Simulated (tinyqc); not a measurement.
Length of a molecular wire: coherent transport through a tight-binding bridge. Computed by the program tinyqc. T = Gamma_L Gamma_R |G_1n|^2 with the self-energies of semi-infinite chains.

A uniform bridge between two chains:

| parameter | value |
|---|---|
| site energy (eV) | 1.600000 |
| hopping in the bridge (eV) | 0.690000 |
| lead hopping (eV) | 2.630000 |
| couplings (eV) | 0.56, 0.76 |
| E (eV) | -0.080000 |

Transmission against length:

| sites | T | ln T |
|---|---|---|
| 2 | 8.7998e-03 | -4.733 |
| 3 | 2.3382e-03 | -6.058 |
| 4 | 6.3470e-04 | -7.362 |
| 5 | 1.7329e-04 | -8.661 |
| 6 | 4.7391e-05 | -9.957 |
| 7 | 1.2966e-05 | -11.253 |
| 8 | 3.5476e-06 | -12.549 |
| 9 | 9.7074e-07 | -13.845 |
| 10 | 2.6562e-07 | -15.141 |

What does the comparison show, and why?

E lies outside the band of the bridge (|E - e|/2h = 1.217 > 1), so T decays as exp(-beta n) with beta = 2 arccosh(1.217) = 1.2960 a site; the last two rows give 1.2960.
